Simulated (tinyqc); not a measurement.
Through the band inversion: Shockley state of an s-p chain by decimation.

Each site has s at -d/2 and p at +d/2: H0 = diag(-d/2, d/2). The block to the next site on the right is H1 = [[-ts, u], [-u, tp]] (rows s, p of site n; columns s, p of site n + 1). Bulk: H(k) = [[-d/2 - 2 ts cos k, 2i u sin k], [-2i u sin k, d/2 + 2 tp cos k]]. The bands are inverted at k = pi if d < 2 (ts + tp).

Parameters, chosen for this exercise:

| symbol | value | unit | meaning |
|---|---|---|---|
| ts | 0.95 | eV | s-s hopping |
| tp | 0.86 | eV | p-p hopping |
| u | 0.57 | eV | s-p hopping |

d = f 2 (ts + tp). Gap edges from 201 k points; levels in the gap from an open chain of 60 sites (their mean, and the weight on the two end sites summed over them, divided by their number); a dash: none.

Against d:

| f | d (eV) | top of lower band (eV) | bottom of upper band (eV) | levels in the gap | mean level (eV) | end weight |
|---|---|---|---|---|---|---|
| 0.10 | 0.362 | -1.1133 | 1.1431 | 2 | 0.0090 | 0.939 |
| 0.30 | 1.086 | -1.0046 | 1.0942 | 2 | 0.0270 | 0.863 |
| 0.50 | 1.810 | -0.7960 | 0.9452 | 2 | 0.0450 | 0.712 |
| 0.70 | 2.534 | -0.4530 | 0.6330 | 2 | 0.0630 | 0.484 |
| 0.85 | 3.077 | -0.1815 | 0.3615 | 2 | 0.0765 | 0.263 |
| 1.15 | 4.163 | -0.1815 | 0.3615 | 0 | - | - |
| 1.30 | 4.706 | -0.4530 | 0.6330 | 0 | - | - |
| 1.60 | 5.792 | -0.9960 | 1.1760 | 0 | - | - |

What can be read from this table?

Levels in the gap appear for f = 0.1, 0.3, 0.5, 0.7 and 0.85 and for none of the other rows; the gap closes at f = 1. The level lies at 0.0090 eV for f = 0.1 and 0.0765 eV for f = 0.85, on the line E = d (ts - tp)/(2 (ts + tp)), and its end weight goes from 0.94 to 0.26: no shift of the surface potential is needed, the inversion alone binds it.

Computed by tinyqc, a small Python program: `OMP_NUM_THREADS=1 python tinyqc.py 1451480 1451481 out.jsonl` (the numbers bound the seed that draws the inputs); one thread of a shared host (Intel(R) Xeon(R) Processor @ 2.30GHz), about 0.3 s for the whole set of steps.
